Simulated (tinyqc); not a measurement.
RKS/PBE0 in the sto-3g basis, for H3+, spin multiplicity 1, step by step. Computed by tinyqc, a small Python program that keeps every step (integrals from PySCF). Settings: charge = 1, multiplicity = 1, basis = sto-3g, energy threshold = 1e-08, iteration cap = 80, orthogonalisation = symmetric, start = core, DIIS depth = 0, method = RKS, functional = pbe0, grid = [20, 14]. Command: `OMP_NUM_THREADS=1 python tinyqc.py 28506 28507 out.jsonl` (the two numbers bound the seeds that draw the settings). One thread of a shared host (Intel(R) Xeon(R) Processor @ 2.60GHz), about 0.5 s of CPU time with the checks.

Geometry (angstrom):
```
atom,x,y,z
H,0.000000,0.000000,0.000000
H,0.000000,0.000000,1.591000
H,0.000000,1.516000,0.796000
```

Stop when the energy changes by less than 1e-08 hartree and every element of the error matrix X^T (F D S - S D F) X is below 3e-05.

Course of the cycle:
```
iteration,E (hartree),change,largest element of the error matrix
1,-1.13732883,-,4.27e-02
2,-1.13673452,5.94e-04,4.96e-02
3,-1.13679904,-6.45e-05,4.59e-02
4,-1.13608646,7.13e-04,5.37e-02
5,-1.13620590,-1.19e-04,4.92e-02
6,-1.13535703,8.49e-04,5.80e-02
7,-1.13554941,-1.92e-04,5.25e-02
8,-1.13454562,1.00e-03,6.25e-02
9,-1.13483199,-2.86e-04,5.59e-02
10,-1.13365482,1.18e-03,6.71e-02
11,-1.13405883,-4.04e-04,5.93e-02
12,-1.13269086,1.37e-03,7.17e-02
13,-1.13323805,-5.47e-04,6.27e-02
14,-1.13166391,1.57e-03,7.64e-02
...,...,...,...
67,-1.12181669,-4.46e-03,9.56e-02
68,-1.11730985,4.51e-03,1.25e-01
69,-1.12178673,-4.48e-03,9.57e-02
70,-1.11727255,4.51e-03,1.25e-01
71,-1.12176193,-4.49e-03,9.57e-02
72,-1.11724168,4.52e-03,1.25e-01
73,-1.12174141,-4.50e-03,9.58e-02
74,-1.11721614,4.53e-03,1.25e-01
75,-1.12172444,-4.51e-03,9.58e-02
76,-1.11719502,4.53e-03,1.26e-01
77,-1.12171042,-4.52e-03,9.58e-02
78,-1.11717756,4.53e-03,1.26e-01
79,-1.12169883,-4.52e-03,9.59e-02
80,-1.11716314,4.54e-03,1.26e-01
```

Can the last value be used, and what does the course show?

Not by the stop rule. Not converged within the cap of 80 iterations: the residual has stopped falling: the iteration swings between two states. Reruns (cap 100 unless said): DIIS 8: converged in 6; damping 0.5: converged in 20; level shift 0.5: converged in 7; atomic densities as start, DIIS 8: converged in 11; the original settings with a cap of 400: not converged. PySCF RKS in the same basis, fine grid = -1.14063772 hartree, which differs from a converged run on this coarse grid by the grid error.
